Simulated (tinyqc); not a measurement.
## Hot electrons in a saturated n-channel MOSFET, lucky-electron model: effect of the gate voltage

Beyond pinch-off the lateral field grows as Esat cosh(y/l) over the velocity-saturated region (pseudo-two-dimensional model). Impact ionisation in this region gives the substrate current, which biases the body forward through Rsub. Currents are per width. Local-field laws: they overstate ionisation when the field peak is narrower than an energy relaxation length.

Cox = 3.9 eps0/tox, l = sqrt(3 tox xj), Esat = 2 vs/mu. Overdrive g = Vg - VT + kb Vb; Vdsat = g Esat L/(g + Esat L); Id = Cox vs (g - Vdsat); dV = Vd - Id Rd - Vdsat; Em = sqrt((dV/l)^2 + Esat^2); Isub = Id (Ai/Bi) l Em exp(-Bi/Em). Vb = Rsub Isub is solved self-consistently. Lifetime tau = (Hl/Id)(Isub/Id)^(-m); 1 year = 3.15576e7 s.

Parameters, values chosen for the exercise; values close to those of silicon n-channel devices:
- L = 0.35 um (channel length)
- tox = 8.9 nm (oxide thickness)
- xj = 96 nm (junction depth)
- VT = 0.68 V (threshold)
- mu = 400 cm^2/(V s) (effective mobility)
- vs = 7.3e6 cm/s (saturation velocity)
- Ai = 2e6 1/cm (ionisation prefactor)
- Bi = 1.83 MV/cm (ionisation field)
- Rd = 0 ohm um (resistance of the lightly doped drain)
- Rsub = 3600 ohm um (substrate resistance)
- kb = 0.42 (fall of VT per volt of forward body bias)
- m = 3.3 (lifetime exponent)
- Hl = 6000 s uA/um (lifetime constant)
- Vd = 2.9 V (drain voltage)

Constants: eps0 = 8.8541878128e-14 F/cm where lengths are in cm. Results are converted to the units shown.

Results:

| Vg (V) | Id (uA/um) | Em (MV/cm) | Isub (uA/um) | Isub/Id | tau (years) |
|---|---|---|---|---|---|
| 0.83 | 4.505 | 0.5474 | 0.4821 | 0.1070 | 0.06736 |
| 1.09 | 28.63 | 0.5124 | 2.283 | 0.07972 | 0.02799 |
| 1.35 | 66.30 | 0.4868 | 4.163 | 0.06278 | 0.02659 |
| 1.61 | 112.6 | 0.4673 | 5.804 | 0.05153 | 0.03004 |
| 1.86 | 162.7 | 0.4525 | 7.143 | 0.04390 | 0.03528 |
| 2.12 | 218.9 | 0.4401 | 8.332 | 0.03806 | 0.04200 |
| 2.64 | 339.8 | 0.4212 | 10.27 | 0.03022 | 0.05792 |
| 2.9 | 403.2 | 0.4138 | 11.09 | 0.02749 | 0.06670 |

Estimate the missing row, Vg = 2.38 V.

Computed row:

| Vg (V) | Id (uA/um) | Em (MV/cm) | Isub (uA/um) | Isub/Id | tau (years) |
|---|---|---|---|---|---|
| 2.38 | 278.2 | 0.4298 | 9.361 | 0.03365 | 0.04962 |

With this row back in the table: As Vg goes from 0.83 to 2.9 V, Em falls from 0.547 to 0.414 MV/cm, Isub rises from 0.482 to 11.1 uA/um and tau goes from 0.0674 through a minimum of 0.0266 (at Vg = 1.35 V among the rows listed) to 0.0667 years. At Vg = 0.83 V Isub/Id passes 0.1, where multiplication of the secondary carriers, left out here, counts.

Program tinyqc, `OMP_NUM_THREADS=1 python tinyqc.py 2550043 2550044 out.jsonl`; Intel Xeon 2.30GHz, shared host, one thread, about 0.01 s.
